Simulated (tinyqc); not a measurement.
Surface potential of a MOS transistor: implicit equation and explicit approximations: one step of the calculation.

p-type body, charge-sheet picture, depletion and inversion only, full ionisation (an idealisation for deep acceptors), Boltzmann statistics (rough once Na exp(x - xn) passes about Nc/7). In units of Vt: xg = (Vg - Vfb)/Vt, x = psi/Vt, G = gamma/sqrt(Vt), xn = (2 phiF + Vc)/Vt. The implicit equation is (xg - x)^2 = G^2 [x - 1 + exp(x - xn)] for x above about 3. Cox = eps0 eox/tox.

Problem. Scales. ni = sqrt(Nc Nv) exp(-Eg/(2 Vt)), Eg in volts; phiF = Vt ln(Na/ni); gamma = sqrt(2 q eps0 eps_r Na)/Cox; VT = Vfb + Vt (xn + G sqrt(xn - 1)).

Parameters, values chosen for the exercise; band and dielectric values close to those of silicon: temperature T = 300 K; band gap Eg = 1.14 eV; relative permittivity eps_r = 11.8; conduction-band density of states at T Nc = 2.77e19 cm^-3; valence-band density of states at T Nv = 2.6e19 cm^-3; relative permittivity of the gate insulator (close to silicon dioxide) eox = 3.9; insulator thickness tox = 22 nm; acceptor density Na = 5e16 cm^-3; flat-band voltage Vfb = -0.86 V; channel-body voltage Vc = 0 V; gate-body voltage Vg = 1.04 V.

Constants: q = 1.602176634e-19 C, kB = 1.380649e-23 J/K, Vt = kB T/q, eps0 = 8.8541878128e-14 F/cm where lengths are in cm. Results are converted to the units shown.

Wanted: phiF; gamma; G; xn; VT; xg.

Solution.

phiF = 0.40751 V
gamma = 0.82429 V^0.5
G = 5.1266
xn = 31.526
VT = 0.68727 V
xg = 73.495

tinyqc, about 0.01 s, one thread, Intel Xeon 2.30GHz (shared host): `OMP_NUM_THREADS=1 python tinyqc.py 2122176 2122177 out.jsonl`
